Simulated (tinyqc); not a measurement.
# Long-channel MOSFET, surface-potential model: effects of single changes

n-channel transistor on a uniformly doped p-type body, gradual-channel approximation, constant mobility, Boltzmann statistics, full ionisation. Potentials are counted from the neutral body; V is the electron quasi-Fermi potential, Vsb at the source and Vsb + Vds at the drain. Charges are magnitudes per area.

Parameters, values chosen for the exercise; material values close to those of silicon:
```
symbol    value        unit                                      meaning
T           300           K                                  temperature
Eg         1.13          eV                                     band gap
eps_r      11.9               relative permittivity of the semiconductor
Nc       2.8e19       cm^-3       conduction-band density of states at T
Nv      2.63e19       cm^-3          valence-band density of states at T
Na       1.6e16       cm^-3                 acceptor density of the body
eox        3.71              relative permittivity of the gate insulator
tox           9          nm                          insulator thickness
Vfb       -0.81           V                            flat-band voltage
mu          260  cm^2/(V s)                             channel mobility
W             1          um                                   gate width
L             2          um                                  gate length
Vsb           0           V                     source-body reverse bias
Vgs        1.59           V                          gate-source voltage
Vds         0.8           V                         drain-source voltage
```

Constants: q = 1.602176634e-19 C, kB = 1.380649e-23 J/K, Vt = kB T/q, eps0 = 8.8541878128e-14 F/cm where lengths are in cm. Results are converted to the units shown.

Each table varies one quantity; the others keep the values above.

## Output curve

ni = sqrt(Nc Nv) exp(-Eg/(2 Vt)), Eg in volts; phiF = Vt ln(Na/ni); Cox = eps0 eox/tox; gamma = sqrt(2 q eps0 eps_r Na)/Cox. The surface potential psi at channel potential V solves Vgs + Vsb - Vfb - psi = gamma sqrt(G), G = psi - Vt + Vt exp((psi - 2 phiF - V)/Vt). Charge sheet: Qi = Cox gamma [sqrt(G) - sqrt(psi - Vt)]; I = mu (W/L) [integral of Qi dpsi from psi_0 to psi_L (drift) + Vt (Qi0 - QiL) (diffusion)], with psi_0 at V = Vsb and psi_L at V = Vsb + Vds. Pao-Sah: Qi(V) = (Cox gamma/2) integral from 3 Vt to psi of exp((u - 2 phiF - V)/Vt)/sqrt(G(u, V)) du, and I = mu (W/L) integral of Qi dV from Vsb to Vsb + Vds. Square law: VT = Vfb + 2 phiF + gamma sqrt(2 phiF + Vsb), m = 1 + gamma/(2 sqrt(2 phiF + Vsb)), I = mu Cox (W/L) [(Vgs - VT) v - m v^2/2] with v the smaller of Vds and (Vgs - VT)/m, and zero below VT.

In this table Vgs = 1.59 V.

Result of one run:
```
Vds (V)  psi_L (V)  QiL (nC/cm^2)  I, charge sheet (uA)  I, Pao-Sah (uA)  I, square law (uA)
1.88         2.109       1.402e-9                 36.41            37.30               46.58
```

What becomes of these results when the drain-source voltage Vds is changed from 1.88 to 1.17 V, all else the same?

Result of the changed run:
```
Vds (V)  psi_L (V)  QiL (nC/cm^2)  I, charge sheet (uA)  I, Pao-Sah (uA)  I, square law (uA)
1.17         2.021          34.42                 36.10            36.98               45.93
```

The whole series:
```
Vds (V)  psi_L (V)  QiL (nC/cm^2)  I, charge sheet (uA)  I, Pao-Sah (uA)  I, square law (uA)
0.22         1.154          376.9                 11.82            12.07               14.17
0.46         1.382          285.8                 21.98            22.46               26.71
0.7          1.608          196.6                 29.36            30.03               36.20
0.93         1.819          113.8                 33.88            34.69               42.42
1.17         2.021          34.42                 36.10            36.98               45.93
1.41         2.109         0.1090                 36.41            37.30               46.58
1.65         2.109       1.025e-5                 36.41            37.30               46.58
1.88         2.109       1.402e-9                 36.41            37.30               46.58
2.12         2.109      1.303e-13                 36.41            37.30               46.58
```

The Pao-Sah current rises from 12.1 to 37.3 uA, while the charge at the drain end falls from 377 to 1.30e-13 nC/cm^2. The current first comes within 1 % of its last value at Vds = 1.17 V among the rows listed; the square law saturates at (Vgs - VT)/m = 1.33 V. Over the last two rows psi_L moves by less than 1 mV: the drain has lost hold of the surface potential, so the current no longer grows. In the last row the charge sheet is 2.4 % below Pao-Sah and the square law 25 % above it. In every row the surface electron density at the source passes 0.3 Nc, where degeneracy and quantisation, left out here, matter.

## Effect of the acceptor density of the body

VT = Vfb + 2 phiF + gamma sqrt(2 phiF + Vsb), m = 1 + gamma/(2 sqrt(2 phiF + Vsb)). The swing is 20 mV/log10[I(VT - 0.14 V)/I(VT - 0.16 V)] of the charge-sheet current at the given Vds.

Results:
```
Na (cm^-3)  gamma (V^0.5)    VT (V)      m  swing (mV/decade)  I at Vgs, Vds (uA)
1.6e15            0.06368   -0.1331  1.040              64.15               39.47
3e15              0.08720  -0.08024  1.054              64.94               37.92
5.5e15             0.1181  -0.02159  1.071              66.00               36.08
1e16               0.1592   0.04642  1.094              67.43               33.82
1.9e16             0.2194    0.1350  1.126              69.50               30.71
6.4e16             0.4027    0.3713  1.223              75.66               21.94
```

Estimate the missing row, Na = 3.5e16 cm^-3.

Computed row:
```
Na (cm^-3)  gamma (V^0.5)  VT (V)      m  swing (mV/decade)  I at Vgs, Vds (uA)
3.5e16             0.2978  0.2400  1.168              72.15               26.86
```

With this row back in the table: As Na goes from 1.6e15 to 6.4e16 cm^-3, VT rises from -0.133 to 0.371 V, the swing rises from 64.1 to 75.7 mV a decade and the current falls from 39.5 to 21.9 uA. The swing is 3.6 % above m Vt ln 10 in the first row and 3.9 % above it in the last. In every row the surface electron density at the source passes 0.3 Nc, where degeneracy and quantisation, left out here, matter.

## Transfer curve from weak to strong inversion

Same model as above.

gm = dI/dVgs of the charge-sheet current.

Transfer curve from weak to strong inversion:
```
Vgs (V)  I, charge sheet (uA)  I, Pao-Sah (uA)  drift share (%)  gm/I (1/V)  I, square law (uA)
-0.09                5.112e-6         5.243e-6         0.007092       33.23                   0
0.09                 0.002091         0.002135            2.782       32.84                   0
0.26                   0.1552           0.1622            51.59       16.04              0.4819
0.44                    1.092            1.145            77.66       7.482               2.322
0.61                    3.003            3.134            85.86       4.793               5.324
0.79                    6.218            6.458            89.96       3.439               9.842
0.96                    10.43            10.79            92.17       2.701               15.37
1.14                    16.02            16.51            94.05       2.064               22.17
1.31                    21.78            22.39            95.46       1.586               28.62
```

The charge-sheet current rises from 5.11e-6 to 21.8 uA. In the first row gm/I is 33.2 1/V, a swing of 69.3 mV a decade, against Vt ln 10 = 59.5 mV a decade for an ideal gate; in the last it is 1.59 1/V. Drift passes half of the current at Vgs = 0.26 V among the rows listed (VT = 0.109 V). The charge sheet departs most from Pao-Sah at Vgs = 0.44 V, where it is 4.6 % below it. In the last row the square law is 28 % above Pao-Sah. For Vgs = 0.96 to 1.31 V the surface electron density at the source passes 0.3 Nc, where degeneracy and quantisation, left out here, matter.

Program tinyqc, `OMP_NUM_THREADS=1 python tinyqc.py 2360054 2360055 out.jsonl`; Intel Xeon 2.30GHz, shared host, one thread, about 0.05 s.
